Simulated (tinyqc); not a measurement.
# Changing the substrate thickness t

Model: self-heating of a transistor with one or more fingers, with temperature-dependent conductivity. Computed by tinyqc, a small Python program. Command: `OMP_NUM_THREADS=1 python tinyqc.py 3000034 3000035 out.jsonl selfheat sweep`. One thread of a shared host (Intel(R) Xeon(R) Processor @ 2.30GHz), about 0.1 s of CPU time with the checks.

N long parallel fingers lie on the top face of a slab whose bottom is held at T_0; the top is otherwise insulated, and heat flows in two dimensions. P in W/mm is 1000 P in W/m.

Inputs (values chosen for the exercise, modelled on gallium arsenide): conductivity at the base temperature kappa_0 = 38.2 W/(m K); exponent m in kappa ~ T^-m = 1.33; base temperature T_0 = 358 K; power per gate width P = 0.76 W/mm; fingers N = 8; finger pitch s = 14 micrometre; width of the heat source w = 0.42 micrometre.

Power: power rises with temperature.

Method:
- A line source of power P on the top face raises the top at distance x by (P/(pi kappa_0)) g(x), g(x) = -ln tanh(pi x/(4 t)) (the image sum for the slab). On a strip of width w the centre sees the mean of g over the strip, g_0 = 1 + ln(8 t/(pi w)) for w much below t.
- theta_i = (P/(pi kappa_0)) [g_0 + sum over j != i of g(|i - j| s)], with equal powers and constant conductivity; thermal resistance = largest theta/P.
- Kirchhoff transformation for kappa = kappa_0 (T/T_0)^-m: T = T_0 [1 - (m - 1) theta/T_0]^(-1/(m - 1)), where theta is the linear rise.
- The bracket vanishes at the power P T_0/((m - 1) theta).

One run for each value:
```
substrate thickness t (micrometre)  thermal resistance (K mm/W)  true rise (K)  own factor g_0
10                                                        46.71          37.97          5.1048
17                                                        59.64          49.42          5.6354
28                                                        78.44          66.88          6.1344
46                                                       103.50          91.72          6.6309
77                                                       134.04         124.68          7.1460
```

Over the rows, thermal resistance (K mm/W) rises from 46.7 to 134 (exponent d ln y / d ln x 0.46 between the first rows and 0.50 between the last); true rise (K) rises from 38.0 to 125 (exponent d ln y / d ln x 0.50 between the first rows and 0.60 between the last); own factor g_0 rises from 5.10 to 7.15 (exponent d ln y / d ln x 0.19 between the first rows and 0.15 between the last). The own factor grows only as ln t; thinning also cuts the coupling between fingers. Left out: 130, 220, 360 (the iteration did not converge within its cap). Left out: 600 (the log is too short).

Extremes, crossings and ranges named in words are read from the listed rows.
